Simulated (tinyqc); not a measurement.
Inside a calculation. Model: Joule-heated wire on a substrate, fin equation.

Computed by the program tinyqc: `OMP_NUM_THREADS=1 python tinyqc.py 2520002 2520003 out.jsonl`, one thread of a shared Intel Xeon 2.30GHz, about 0.01 s for the whole run. Printed values are rounded.

A wire of length L loses heat along itself to two contacts and sideways to the substrate: kap A theta'' - g theta + p = 0 with theta = T - T0 and p(x) = p0 exp(-((x/L - x0)/sg)^2/2). The ends are held at T0. Constant conductivity, diffusive heat flow.

Parameters, values chosen for the exercise:
- T0 = 293 K (temperature of substrate and contacts)
- kap = 80 W/(m K) (conductivity along the wire)
- A = 380 nm^2 (cross-section)
- g = 2.8 W/(m K) (conductance per length to the substrate)
- L = 530 nm (length between the contacts)
- Rc = 0 K/uW (thermal resistance of each contact)
- p0 = 0.37 uW/nm (peak heating per length)
- x0 = 0.68 (place of the hot spot as a share of L)
- sg = 0.07 (width of the hot spot as a share of L)

## Healing length

LH = sqrt(kap A/g); far from the contacts uniform heating p0 would give theta = p0/g.

LH = 104.198 nm
L/LH = 5.08649
p0/g = 132.143 K

## The tridiagonal system

Nodes x_i = i h, h = L/8; box widths w_i = h (h/2 at the ends); c = kap A/h; equation of node i: -c theta_(i-1) + d_i theta_i - c theta_(i+1) = b_i with d_i = 2 c + g w_i, b_i = p(x_i) w_i; theta = 0 at the end nodes.

c = 0.458868 uW/K
d, node 1 to 7 (uW/K): [1.10324, 1.10324, 1.10324, 1.10324, 1.10324, 1.10324, 1.10324]
b, node 1 to 7 (uW): [5.48308e-13, 1.56821e-7, 0.00184890, 0.898580, 18.0025, 14.8676, 0.506152]

## Temperature rise

Solve -c theta_(i-1) + d_i theta_i - c theta_(i+1) = b_i for nodes 1 to 7, with theta = 0 at nodes 0 and 8.

theta, node 0 to 8 (K): [0.0000, 2.5458, 6.1207, 12.1699, 23.1349, 41.4940, 37.3950, 16.0124, 0.0000]

The hottest node is 5, at 41.49 K above T0; a mesh of 800 steps gives a peak of 42.90 K, so the coarse value is 3.3 % below it. On the fine mesh 75.9 % of the heat leaves through the substrate and the rest through the contacts.
